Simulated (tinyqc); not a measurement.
## Doping and flat-band voltage from the body effect

Question. VT = Vfb + 2 phiF + gamma sqrt(2 phiF + Vsb), phiF = Vt ln(Na/ni), gamma = sqrt(2 q eps0 eps_r Na)/Cox, Cox = eps0 eox/tox. Find Na, gamma and Vfb from two thresholds.

Inputs (values chosen for the exercise); material values close to those of 4H silicon carbide:
- T = 300 K (temperature)
- eps_r = 9.57 (relative permittivity of the semiconductor)
- eox = 3.72 (relative permittivity of the gate insulator)
- tox = 2.6 nm (insulator thickness)

Constants: q = 1.602176634e-19 C, kB = 1.380649e-23 J/K, Vt = kB T/q, eps0 = 8.8541878128e-14 F/cm where lengths are in cm. Results are converted to the units shown.

VT at Vsb = 0 and 2 V (V): [0.35845320, 0.37897764]
ni = 2.7056032e-8 cm^-3

Solution. The difference of the thresholds, gamma [sqrt(2 phiF + Vsb) - sqrt(2 phiF)], holds no Vfb and rises with Na, so it has one root; Vfb then follows from the first threshold.

Na = 9.300e15 cm^-3
gamma = 0.03967 V^0.5
Vfb = -2.510 V

Computed by the program tinyqc: `OMP_NUM_THREADS=1 python tinyqc.py 2360111 2360112 out.jsonl`, one thread of a shared Intel Xeon 2.30GHz, about 0.08 s for the whole run.
